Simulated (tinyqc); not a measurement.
# Bandgap voltage reference from two bipolar transistors: effect of the output resistor at T0

Two transistors of area 1 and N carry the same current I. Is(T) = Is (T/T0)^eta exp[(Vg0 q/kB)(1/T0 - 1/T)], VBE1 = Vt ln(I/Is(T)) + I rb, VBE2 = Vt ln(I/(N Is(T))) + I rb/N. The amplifier forces I R1(T) = VBE1 - VBE2 + Vos, with R(T) = R (1 + tc (T - T0)) for both resistors, and the output is Vref = VBE1 + I R2(T). Base currents and the Early effect are neglected.

Vt = kB T/q; I = (Vt ln N + Vos)/(R1(T) - rb (1 - 1/N)). Box coefficient: span of Vref between 233 and 398 K over its average over T and over 165 K. The last column is the R2 that gives zero slope at T0.

Parameters, values chosen for the exercise; values of the order met in silicon bipolar transistors:
- T0 = 298 K (reference temperature)
- Vg0 = 1.183 V (band-gap voltage extrapolated to 0 K)
- eta = 3.1 (temperature exponent of the saturation current)
- Is = 1.5e-18 A (saturation current of the unit transistor at T0)
- N = 10 (area ratio of the second transistor)
- R1 = 4 kohm (resistor across which the difference of VBE falls, at T0)
- tc = 400 ppm/K (temperature coefficient of both resistors)
- Vos = 0 mV (offset of the amplifier)
- rb = 0 ohm (series resistance of the unit transistor)

Constants: q = 1.602176634e-19 C, kB = 1.380649e-23 J/K. Results are converted to the units shown.

Effect of the output resistor at T0:

| R2 (kohm) | I at T0 (uA) | Vref at T0 (V) | slope at T0 (uV/K) | box coefficient (ppm/K) | R2 for zero slope (kohm) |
|---|---|---|---|---|---|
| 29.36 | 14.78 | 1.202 | -126.4 | 113.2 | 31.91 |
| 30.31 | 14.78 | 1.216 | -79.28 | 72.96 | 31.91 |
| 31.27 | 14.78 | 1.231 | -31.66 | 34.21 | 31.91 |
| 31.91 | 14.78 | 1.240 | 0.09179 | 14.93 | 31.91 |
| 32.55 | 14.78 | 1.249 | 31.84 | 21.29 | 31.91 |
| 33.5 | 14.78 | 1.264 | 78.96 | 55.11 | 31.91 |
| 34.46 | 14.78 | 1.278 | 126.6 | 91.69 | 31.91 |

Read the table: what changes, and by how much?

As R2 goes from 29.36 to 34.46, Vref rises from 1.202 to 1.278 V and the box coefficient goes from 113 through a minimum of 14.9 (at R2 = 31.91 among the rows listed) to 91.7 ppm/K. One per cent in R2 moves the slope by 15.8 uV/K.

Program tinyqc, `OMP_NUM_THREADS=1 python tinyqc.py 2062161 2062162 out.jsonl`; Intel Xeon 2.30GHz, shared host, one thread, about 0.02 s.
